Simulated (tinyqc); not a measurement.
# Electron continuity equation in a given potential, Scharfetter-Gummel discretisation, step by step

Numbers from tinyqc (`OMP_NUM_THREADS=1 python tinyqc.py 2220044 2220045 out.jsonl`; about 0.01 s on one thread of a shared Intel Xeon 2.30GHz). Printed values are rounded.

Steady state in one dimension: J = q mu n E + q D dn/dx with E = -dpsi/dx and D = mu Vt, dJ/dx = q (n/tau - G), fixed densities nL and nR at the ends. The potential is given, psi = U x/L - Ub exp(-((x/L - xb)/sb)^2), and is not changed by the electrons.

Parameters, values chosen for the exercise; mobility close to that of germanium at room temperature: temperature T = 400 K; electron mobility mu = 3850 cm^2/(V s); length of the region L = 0.3 um; density at x = 0 nL = 1.1e14 cm^-3; density at x = L nR = 0 cm^-3; lifetime tau = 5.4e-13 s; uniform generation rate G = 0 cm^-3 s^-1; potential difference psi(L) - psi(0) U = -1.8 V; depth of the dip in psi (a barrier for electrons) Ub = 0.18 V; position of the barrier over L xb = 0.58; width of the barrier over L sb = 0.09.

Constants: q = 1.602176634e-19 C, kB = 1.380649e-23 J/K, Vt = kB T/q. Results are converted to the units shown.

Range of the model: The drift velocity mu E exceeds 1e7 cm/s somewhere, where real mobilities no longer stay constant.

## Potential on the mesh

11 equal intervals, h = L/11; psi = U x/L - Ub exp(-((x/L - xb)/sb)^2).

psi, node 0 to 11 (V): [0.00000, -0.16364, -0.32727, -0.49091, -0.65510, -0.84397, -1.13716, -1.26706, -1.32146, -1.47289, -1.63636, -1.80000]

## Bernoulli factors

d_i = (psi_(i+1) - psi_i)/Vt; B(d) = d/(exp(d) - 1), B(0) = 1. The flux on interval i is J_i = (q D/h) [n_(i+1) B(d_i) - n_i B(-d_i)].

d_i, interval 0 to 10: [-4.74730, -4.74730, -4.74735, -4.76340, -5.47929, -8.50583, -3.76848, -1.57834, -4.39318, -4.74257, -4.74729]
B(d_i), interval 0 to 10: [4.78885, 4.78885, 4.78889, 4.80441, 5.50225, 8.50755, 3.85754, 1.98863, 4.44816, 4.78427, 4.78884]
B(-d_i), interval 0 to 10: [0.0415435, 0.0415435, 0.0415420, 0.0410132, 0.0229569, 0.00172096, 0.0890598, 0.410287, 0.0549854, 0.0417008, 0.0415438]

The largest |d_i| is 8.51, above 2, where central differences lose the sign pattern that keeps densities positive.

## Tridiagonal system for the inner nodes

Row i (1 to 10): B(-d_(i-1)) n_(i-1) + b_i n_i + B(d_i) n_(i+1) = f_i with b_i = -B(-d_i) - B(d_(i-1)) - h^2/(D tau) and f_i = -G h^2/D; the known end values are moved to the right: f_1 loses B(-d_0) nL and f_10 loses B(d_10) nR. h = L/11, D = mu Vt.

diagonal b, node 1 to 10: [-4.93418, -4.93418, -4.93370, -4.93116, -5.60776, -8.70040, -4.37162, -2.14741, -4.59366, -4.92961]
right side f, node 1 to 10 (cm^-3): [-4.56979e12, 0, 0, 0, 0, 0, 0, 0, 0, 0]

## Densities and current

B(d_i) and B(-d_i) are the Bernoulli factors of the potential steps, b and f the diagonal and right side. Solve B(-d_(i-1)) n_(i-1) + b_i n_i + B(d_i) n_(i+1) = f_i (end values already in f), then J_i = (q D/h) [n_(i+1) B(d_i) - n_i B(-d_i)], h = L/11, D = mu Vt.

n, node 0 to 11 (cm^-3): [1.1e14, 9.33843e11, 7.92785e9, 6.73006e7, 5.62318e5, 2302.70, 0.460041, 0.0102893, 0.00201633, 2.43497e-5, 2.05980e-7, 0]
J, interval 0 to 10 (A/cm^2): [-0.762117, -0.006470, -0.000055, 0.000000, 0.000000, 0.000000, 0.000000, 0.000000, 0.000000, 0.000000, 0.000000]

Against a mesh 200 times finer the densities are off by at most 2.6 % of their local values.

## Three discretisations compared

11 equal intervals. Fluxes J_i = (q D/h)(n_(i+1) P_i - n_i Q_i), d_i = (psi_(i+1) - psi_i)/Vt: Scharfetter-Gummel P = B(d), Q = B(-d), B(d) = d/(exp(d) - 1); central P = 1 - d/2, Q = 1 + d/2; upwind P = 1 + max(-d, 0), Q = 1 + max(d, 0). Balance at each inner node: J_i - J_(i-1) = q h (n_i/tau - G). The reference is Scharfetter-Gummel on 2200 intervals.

Densities (cm^-3):
```
node  Scharfetter-Gummel    central    upwind  reference
0               1.100e14   1.100e14  1.100e14   1.100e14
1               9.338e11  -4.383e13  1.873e13   9.337e11
2                7.928e9   1.746e13  3.190e12    7.926e9
3                6.730e7  -6.959e12  5.432e11    6.727e7
4                5.623e5   2.779e12  9.231e10    5.621e5
5                   2303  -1.274e12  1.399e10       2304
6                 0.4600   7.771e11   1.451e9     0.4602
7                0.01029  -2.316e11   2.945e8    0.01003
8               0.002016  -3.009e10   1.079e8   0.001982
9               2.435e-5    8.721e9   1.907e7   2.395e-5
10              2.060e-7   -5.691e9   2.786e6   2.026e-7
11                     0          0         0          0
```

Largest errors as a share of the largest reference density listed: Scharfetter-Gummel 1.2e-4 %, central 41 %, upwind 16 %. The largest |d| is 8.51. Central differences give 6 negative value(s), since P or Q changes sign once |d| exceeds 2. Upwinding stays positive but acts as if D were larger by the factor 1 + |d|/2, up to 5.25 here.
